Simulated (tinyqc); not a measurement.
The basis set: RHF and MP2 along a ladder of basis sets, for H2, spin multiplicity 1. Computed by the program tinyqc with PySCF. Same geometry throughout; the dipole is taken about the origin.

Geometry (angstrom):
```
atom       x       y       z
H     0.0000  0.0000  0.0000
H     0.0000  0.0000  0.7040
```

RHF and frozen-core MP2 in a ladder of bases:
```
basis        functions  E(RHF) (hartree)  E(MP2 corr) (hartree)  HOMO (eV)  LUMO (eV)  dipole (debye)
sto-3g               2          -1.11744               -0.01232    -16.157     19.312           0.000
3-21g                4          -1.12221               -0.01698    -16.435      7.474           0.000
6-31g                4          -1.12630               -0.01699    -16.517      6.749           0.000
6-31g**             10          -1.13070               -0.02628    -16.497      6.769           0.000
cc-pvdz             10          -1.12723               -0.02604    -16.423      5.558           0.000
aug-cc-pvdz         18          -1.12731               -0.02694    -16.435      1.685           0.000
cc-pvtz             28          -1.13228               -0.03155    -16.491      4.685           0.000
```

What does the comparison show, and why?

From cc-pVDZ to cc-pVTZ the RHF energy falls by 5.1 mhartree and the correlation energy by 5.5. If valence correlation converges as X^-3, (27 E(T) - 8 E(D))/19 gives -0.0339 hartree, a rough estimate from such small X that usually falls short; STO-3G holds about 36 % of it. Beyond STO-3G the LUMO moves by 5.8 eV and the HOMO by 0.1 eV; diffuse functions lower the positive LUMO sharply, since an unbound virtual level tracks the most diffuse function.
